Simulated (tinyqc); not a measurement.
What each parameter does: deformation-potential model of the Delta valleys of a conduction band.

Valleys with axes along x, y and z, each a pair at +k and -k. Herring-Vogt shift of a valley with unit axis a: dE = Xd tr(e) + Xu a.e.a. Non-degenerate shares n_i = exp(-dE_i/kT)/sum_j exp(-dE_j/kT). Inverse mass tensor of a valley: (1 - a a)/mt + a a/ml; the masses are taken as independent of strain.

s11 = (C11 + C12)/((C11 - C12)(C11 + 2 C12)), s12 = -C12/((C11 - C12)(C11 + 2 C12)), s44 = 1/C44; exx = s11 sxx + s12 (syy + szz) and cyclic, exy = s44 sxy/2; tension is positive. A uniaxial stress X along the unit vector n is s_ij = X n_i n_j.

Constants: kB = 8.617333262e-05 eV/K.

Parameters, chosen for this exercise (near those of Si; shifted at random, so the results belong to these values and not to a real crystal): ml = 0.94 m0 (longitudinal mass); mt = 0.193 m0 (transverse mass); Xd = 1.05 eV (dilation potential); Xu = 8.68 eV (uniaxial potential); C11 = 167.4 GPa; C12 = 64.2 GPa; C44 = 79.8 GPa; load = uniaxial [100] (kind of stress); X = 1.38 GPa (stress); T = 400 K (temperature).

Spread of the valley edges, lowest edge, largest share and m_c along [110].

Results for these values:

| case | spread (meV) | lowest edge (meV) | largest share | m_c (m0) |
|---|---|---|---|---|
| base | 116.07 | -20.29 | 0.4915 | 0.2419 |

What happens to each result for C12 = 77.04 GPa, all else kept?

Answer: spread rises from 116.07 to 132.56; lowest edge falls from -20.29 to -27.26; largest share rises from 0.4915 to 0.4947; m_c falls from 0.2419 to 0.2415.

The same for each parameter in turn:

| case | spread (meV) | lowest edge (meV) | largest share | m_c (m0) |
|---|---|---|---|---|
| base | 116.07 | -20.29 | 0.4915 | 0.2419 |
| ml = 0.752 m0 | 116.07 | -20.29 | 0.4915 | 0.2380 |
| mt = 0.154 m0 | 116.07 | -20.29 | 0.4915 | 0.1956 |
| Xd = 0.84 eV | 116.07 | -21.27 | 0.4915 | 0.2419 |
| Xu = 10.416 eV | 139.28 | -25.33 | 0.4956 | 0.2414 |
| C11 = 133.92 GPa | 171.81 | -36.52 | 0.4983 | 0.2411 |
| C12 = 77.04 GPa | 132.56 | -27.26 | 0.4947 | 0.2415 |
| C44 = 63.84 GPa | 116.07 | -20.29 | 0.4915 | 0.2419 |
| X = 1.656 GPa | 139.28 | -24.35 | 0.4956 | 0.2414 |
| T = 320 K | 116.07 | -20.29 | 0.4963 | 0.2413 |

Xd moves all valleys together, so it shifts the edge and nothing else.

tinyqc: `OMP_NUM_THREADS=1 python tinyqc.py 1080585 1080586 out.jsonl`; about 0.03 s, one thread, shared Intel(R) Xeon(R) Processor @ 2.30GHz.
